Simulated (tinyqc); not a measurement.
## Tunnelling through a gate dielectric, WKB transmission and Tsu-Esaki current: effect of temperature

Electrons leave the emitter at x = 0. Energies E (motion across the layers) are in eV from the emitter Fermi level; the collector Fermi level lies at -V and offers states at every E. No charge in the dielectric and no image force: F1 = V/t1, U = phi1 - F1 x. With C = hbar^2/(2 m0), kappa = sqrt(m (U - E)/C) where U > E and 0 elsewhere; T(E) = exp(-S), S = 2 times the integral of kappa over x.

Each layer adds (2/F) sqrt(m/C) [G(u at its left edge) - G(u at its right edge)] to S, with u = U - E (0 where negative) and G(u) = (2/3) u^1.5. J = J0 times the integral of T(E) N(E) dE, N = ln[(1 + exp(-E/Vt))/(1 + exp((-E - V)/Vt))], J0 = q^2 me m0 kB T/(2 pi^2 hbar^3) (times 1e-4 for A/cm^2 per eV), from E = -Ef to far above the barrier (T = 1 there), by quadrature converged to the digits shown. The share over the barrier is that of energies above the highest band edge; 0 means below 1e-6 %.

Values chosen for this exercise; dielectric values close to those of silicon dioxide: Fermi energy of the emitter above its band bottom Ef = 0.09 eV; emitter mass in the supply function me = 1 m0; barrier of layer 1 above the emitter Fermi level at zero bias phi1 = 3.21 eV; tunnelling mass of layer 1 m1 = 0.5 m0; thickness of layer 1 t1 = 3 nm; voltage across the dielectric V = 0.7 V.

Constants: q = 1.602176634e-19 C, kB = 1.380649e-23 J/K, hbar = 1.054571817e-34 J s, m0 = 9.1093837015e-31 kg, Vt = kB T/q, hbar^2/(2 m0) = 0.0380998212 eV nm^2. Results are converted to the units shown.

Results:

| T (K) | J (A/cm^2) | mean E of the current (eV) | share over the barrier (%) |
|---|---|---|---|
| 50 | 5.064e-9 | -0.05640 | 0 |
| 100 | 5.230e-9 | -0.05457 | 0 |
| 300 | 7.036e-9 | -0.03735 | 0 |
| 400 | 8.672e-9 | -0.02395 | 0 |
| 500 | 1.088e-8 | -0.007524 | 0 |
| 600 | 1.378e-8 | 0.01239 | 0 |
| 750 | 1.988e-8 | 0.05109 | 9.15e-5 |

Estimate the missing row, T = 200 K.

Computed row:

| T (K) | J (A/cm^2) | mean E of the current (eV) | share over the barrier (%) |
|---|---|---|---|
| 200 | 5.900e-9 | -0.04772 | 0 |

With this row back in the table: Between 50 and 300 K the current changes by a factor of 1.39, and between 300 and 750 K by 2.83; the mean energy of the current rises from -0.0564 to 0.0511 eV. The transmission grows by a factor e over d = 0.155 eV near E = 0, equal to kB T/q at 1800 K: far below that temperature the thermal tail adds little.

Program tinyqc, `OMP_NUM_THREADS=1 python tinyqc.py 2540075 2540076 out.jsonl`; Intel Xeon 2.30GHz, shared host, one thread, about 0.02 s.
